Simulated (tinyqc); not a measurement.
Comparisons within one model: metal-induced gap states at the contact of a metal chain and a two-band chain. A value that a table varies takes the place of the one given here.

The semiconductor alternates sites A at -Eg/2 and C at +Eg/2 with hopping -t; the gap runs from -Eg/2 to Eg/2. In the gap cosh(q a) = 1 + (Eg^2/4 - E^2)/(2 t^2) and the amplitude changes by -exp(-q a) a period. The metal has site energy 0 and hopping -tm; its end site has g_m = (E - i sqrt(4 tm^2 - E^2))/(2 tm^2). Sites 1, 2, ... count into the semiconductor, with energies e1, e2 alternating. The clean half chain has g1 = 1/(E - e1 - t^2 g2), g2 = 1/(E - e2 - t^2 g1), decaying root. With the contact G11 = 1/(1/g1 - tc^2 g_m), and the density on site j is -Im G_jj/pi = |psi_j/psi_1|^2 (-Im G11/pi), per spin, with psi_2/psi_1 = -t g2, psi_3/psi_2 = -t g1.

Constants: e^2/(4 pi eps0) = 14.39964547 eV angstrom.

Inputs chosen for the exercise (gap and optical dielectric constant near those of HfO2; the chain itself is a model; not measured data):
- Eg = 5.69 eV (gap)
- t = 2.47 eV (hopping in the semiconductor)
- tm = 2.99 eV (hopping in the metal)
- tc = 2.08 eV (hopping across the contact)
- end = A (site that touches the metal)
- a = 3.6 angstrom (period (two sites); one chain for each area a^2)
- eps = 3.8 (dielectric constant)
- E = 1.75 eV (energy from mid-gap)

## Across the gap

E = f Eg. Share on C: the part of the summed density that lies on C sites, whose orbitals make the conduction edge.

Gap states:

| f | E (eV) | xi = 1/(2q) (angstrom) | D1 (1/eV) | D2 (1/eV) | sum (1/eV) | share on C |
|---|---|---|---|---|---|---|
| -0.48 | -2.731 | 5.61 | 0.1457 | 0.0022 | 0.3119 | 0.015 |
| -0.40 | -2.276 | 2.65 | 0.0906 | 0.0051 | 0.1289 | 0.053 |
| -0.30 | -1.707 | 2.02 | 0.0596 | 0.0061 | 0.0790 | 0.093 |
| -0.15 | -0.854 | 1.71 | 0.0358 | 0.0067 | 0.0484 | 0.159 |
| 0.00 | 0.000 | 1.64 | 0.0226 | 0.0076 | 0.0340 | 0.250 |
| 0.15 | 0.854 | 1.71 | 0.0142 | 0.0092 | 0.0267 | 0.394 |
| 0.30 | 1.707 | 2.02 | 0.0080 | 0.0131 | 0.0254 | 0.621 |
| 0.40 | 2.276 | 2.65 | 0.0043 | 0.0197 | 0.0323 | 0.820 |
| 0.48 | 2.731 | 5.61 | 0.0011 | 0.0376 | 0.0816 | 0.973 |

The decay length xi of the density is shortest at mid-gap, 1.64 angstrom, and grows to 5.6 near the edges. The summed density is least at f = 0.3 (0.0254) and largest at f = -0.48 (0.3119 1/eV). The share on C goes from 0.01 to 0.97 and passes one half near f = +0.220, a point that depends on which site ends the chain. The states turn from valence-like to conduction-like across the gap; the branch point, where the decay is fastest, lies at mid-gap in this symmetric chain and is the usual estimate of the neutrality level.

## Wider gaps pin less

E = 0; Eg is varied and eps follows 1 + (eps0 - 1)(Eg0/Eg), with the given Eg and eps as Eg0 and eps0. xi = 1/(2q), N = 2 (summed density)/a^2, S = 1/(1 + 4 pi e^2 N xi/eps).

Against the gap:

| Eg (eV) | eps | xi (angstrom) | summed density (1/eV) | S | S at fixed eps |
|---|---|---|---|---|---|
| 0.50 | 32.86 | 17.79 | 0.5412 | 0.109 | 0.014 |
| 0.75 | 22.24 | 11.87 | 0.3560 | 0.159 | 0.031 |
| 1.10 | 15.48 | 8.10 | 0.2380 | 0.223 | 0.066 |
| 1.50 | 11.62 | 5.95 | 0.1705 | 0.291 | 0.118 |
| 2.30 | 7.93 | 3.90 | 0.1058 | 0.407 | 0.248 |
| 3.40 | 5.69 | 2.67 | 0.0666 | 0.534 | 0.434 |
| 5.50 | 3.90 | 1.69 | 0.0356 | 0.698 | 0.693 |
| 9.00 | 2.77 | 1.10 | 0.0172 | 0.840 | 0.878 |

From Eg = 0.5 to 9 eV xi falls by a factor 16.2 and the summed density by 31.5, so at fixed eps S rises from 0.01 to 0.88. The weaker screening of wide-gap solids works against this: with it S goes from 0.11 to 0.84.

## Weakening the contact bond

At the given E, tc is varied, as by a thin spacer. xi = 1/(2q), N = 2 (summed density)/a^2, S = 1/(1 + 4 pi e^2 N xi/eps) with xi and eps kept.

Against tc:

| tc (eV) | D1 (1/eV) | summed density (1/eV) | S |
|---|---|---|---|
| 0.10 | 0.00002 | 0.00005 | 0.9992 |
| 0.25 | 0.00010 | 0.00034 | 0.9949 |
| 0.50 | 0.00042 | 0.00137 | 0.9797 |
| 0.80 | 0.00107 | 0.00355 | 0.9493 |
| 1.20 | 0.00245 | 0.00813 | 0.8910 |
| 1.80 | 0.00570 | 0.01887 | 0.7789 |
| 2.50 | 0.01127 | 0.03732 | 0.6405 |
| 3.50 | 0.02091 | 0.06924 | 0.4899 |

For a weak bond the density goes as tc^2 (ratio 6.26 between 0.25 and 0.1 eV, against 6.25). It is largest at tc = 3.5 eV among these rows, the end of the table; the peak may lie just before or beyond it. S is 0.999 at 0.1 eV and has its least value, 0.490, in that row.

## What each parameter does

xi = 1/(2q), summed density, and S = 1/(1 + 4 pi e^2 N xi/eps), N = 2 (summed density)/a^2. Each row changes one parameter from the base and keeps the others.

Results:

| case | xi (angstrom) | summed density (1/eV) | S |
|---|---|---|---|
| base | 2.047 | 0.02553 | 0.7226 |
| Eg = 6.259 eV | 1.787 | 0.02130 | 0.7814 |
| t = 2.717 eV | 2.239 | 0.02467 | 0.7112 |
| tm = 3.289 eV | 2.047 | 0.02308 | 0.7424 |
| tc = 2.288 eV | 2.047 | 0.03112 | 0.6812 |
| eps = 4.18 | 2.047 | 0.02553 | 0.7413 |
| end = C | 2.047 | 0.08140 | 0.4496 |

The largest shifts from the base row, up to three for each result and ties (the steps differ in size, so this ranks the rows, not the parameters). xi (angstrom): Eg -0.260, t +0.193; unchanged at the printed digits by tm, tc, eps and end. summed density (1/eV): end +0.05587, tc +0.00559, Eg -0.00422; unchanged at the printed digits by eps. S: end -0.2730, Eg +0.0588, tc -0.0414. The decay length belongs to the semiconductor alone; the metal and the contact set only the amplitude.

Computed by tinyqc, a small Python program: `OMP_NUM_THREADS=1 python tinyqc.py 1480624 1480625 out.jsonl` (the numbers bound the seed that draws the inputs); one thread of a shared host (Intel(R) Xeon(R) Processor @ 2.30GHz), about 0.01 s for the whole set of steps.
